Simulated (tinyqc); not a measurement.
Capacitance of parallel on-chip lines from Laplace's equation on a mesh: one step of the calculation.

Cross-section of an endless row of equal lines between two grounded planes; neighbours are driven in antiphase (+1 V and -1 V), so the plane midway between two lines is at 0 V. By symmetry one quarter is solved: x runs from the centre of a line (column 0, mirror) to that midplane (column 5, 0 V), y from the mid-height of the line (row 0, mirror) to the ground plane (row 4, 0 V). The line fills columns 0 to 2 and rows 0 to 1 at 1 V. Cells beside the line (below row 1) have e2, cells above have e1. Each link between nodes has the conductance g = mean permittivity of the two cells beside it (a cell beyond a mirror counts as 0), and the free nodes obey sum g (V_neighbour - V) = 0.

Question. Capacitance per length. C = 4 eps0 sum g (difference of V)^2 over all links (twice the energy of the four quarters, line at 1 V). Plate estimate without fringing: eps0 [2 e1 w/hd + 2 e2 t/(s/2)], w = 4 hx, t = 2 hx, s/2 = 3 hx, hd = 3 hx.

Inputs (values chosen for the exercise):

| symbol | value | unit | meaning |
|---|---|---|---|
| e1 | 3.9 |  | relative permittivity above and below the lines |
| e2 | 2 |  | relative permittivity between the lines |

Constants: eps0 = 8.8541878128e-12 F/m. Results are converted to the units shown.

converged V (V):
```
           col 0      col 1      col 2      col 3      col 4      col 5
row 0  1.0000000  1.0000000  1.0000000  0.5763545  0.2592328  0.0000000
row 1  1.0000000  1.0000000  1.0000000  0.5230926  0.2302884  0.0000000
row 2  0.6392656  0.6241839  0.5597133  0.3565214  0.1681574  0.0000000
row 3  0.3086947  0.2977566  0.2581481  0.1751224  0.0858199  0.0000000
row 4  0.0000000  0.0000000  0.0000000  0.0000000  0.0000000  0.0000000
```

gx:
```
       col 0  col 1  col 2  col 3  col 4
row 0      1      1      1      1      1
row 1   2.95   2.95   2.95   2.95   2.95
row 2    3.9    3.9    3.9    3.9    3.9
row 3    3.9    3.9    3.9    3.9    3.9
row 4   1.95   1.95   1.95   1.95   1.95
```

gy:
```
       col 0  col 1  col 2  col 3  col 4  col 5
row 0      1      2      2      2      2      1
row 1   1.95    3.9    3.9    3.9    3.9   1.95
row 2   1.95    3.9    3.9    3.9    3.9   1.95
row 3   1.95    3.9    3.9    3.9    3.9   1.95
```

Find: C; plate estimate.

Answer.

C = 202.5 aF/um
plate estimate = 115.7 aF/um

Computed by the program tinyqc: `OMP_NUM_THREADS=1 python tinyqc.py 2790189 2790190 out.jsonl`, one thread of a shared Intel Xeon 2.30GHz, about 1 s for the whole run.
